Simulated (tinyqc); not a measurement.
## Tunnelling through a two-layer gate stack, WKB transmission and Tsu-Esaki current: effect of the tunnelling mass m2

Electrons leave the emitter at x = 0. Energies E (motion across the layers) are in eV from the emitter Fermi level; the collector Fermi level lies at -V and offers states at every E. No charge in the dielectric and no image force: F1 = V/(t1 + t2 eps1/eps2), F2 = F1 eps1/eps2; U = phi1 - F1 x in layer 1 and phi2 - F1 t1 - F2 (x - t1) in layer 2. With C = hbar^2/(2 m0), kappa = sqrt(m (U - E)/C) where U > E and 0 elsewhere; T(E) = exp(-S), S = 2 times the integral of kappa over x.

Each layer adds (2/F) sqrt(m/C) [G(u at its left edge) - G(u at its right edge)] to S, with u = U - E (0 where negative) and G(u) = (2/3) u^1.5. J = J0 times the integral of T(E) N(E) dE, N = ln[(1 + exp(-E/Vt))/(1 + exp((-E - V)/Vt))], J0 = q^2 me m0 kB T/(2 pi^2 hbar^3) (times 1e-4 for A/cm^2 per eV), from E = -Ef to far above the barrier (T = 1 there), by quadrature converged to the digits shown.

Values chosen for this exercise; layer 1 close to aluminium oxide, layer 2 close to hafnium oxide: temperature T = 200 K; Fermi energy of the emitter above its band bottom Ef = 0.29 eV; emitter mass in the supply function me = 1 m0; barrier of layer 1 above the emitter Fermi level at zero bias phi1 = 2.47 eV; tunnelling mass of layer 1 m1 = 0.41 m0; thickness of layer 1 t1 = 0.8 nm; relative permittivity of layer 1 eps1 = 8.98; barrier of layer 2 at zero bias phi2 = 1.52 eV; thickness of layer 2 t2 = 1.3 nm; relative permittivity of layer 2 eps2 = 21.2; voltage across the dielectric V = 1.2 V.

Constants: q = 1.602176634e-19 C, kB = 1.380649e-23 J/K, hbar = 1.054571817e-34 J s, m0 = 9.1093837015e-31 kg, Vt = kB T/q, hbar^2/(2 m0) = 0.0380998212 eV nm^2. Results are converted to the units shown.

Effect of the tunnelling mass m2:

| m2 (m0) | S at E = 0 | T(E = 0) | J (A/cm^2) | mean E of the current (eV) |
|---|---|---|---|---|
| 0.12 | 11.06 | 1.569e-5 | 4698 | -0.1661 |
| 0.15 | 11.47 | 1.045e-5 | 2959 | -0.1641 |
| 0.2 | 12.06 | 5.767e-6 | 1505 | -0.1612 |
| 0.25 | 12.59 | 3.415e-6 | 830.3 | -0.1586 |
| 0.31 | 13.15 | 1.944e-6 | 438.6 | -0.1557 |
| 0.4 | 13.90 | 9.169e-7 | 187.7 | -0.1519 |
| 0.5 | 14.64 | 4.370e-7 | 81.43 | -0.1481 |
| 0.63 | 15.50 | 1.849e-7 | 31.00 | -0.1436 |

J falls from 4700 to 31.0 A/cm^2. S goes as m2^(0.20): only one of the two layers feels this mass, so the power is below 0.5.

Program tinyqc, `OMP_NUM_THREADS=1 python tinyqc.py 2540102 2540103 out.jsonl`; Intel Xeon 2.30GHz, shared host, one thread, about 0.04 s.
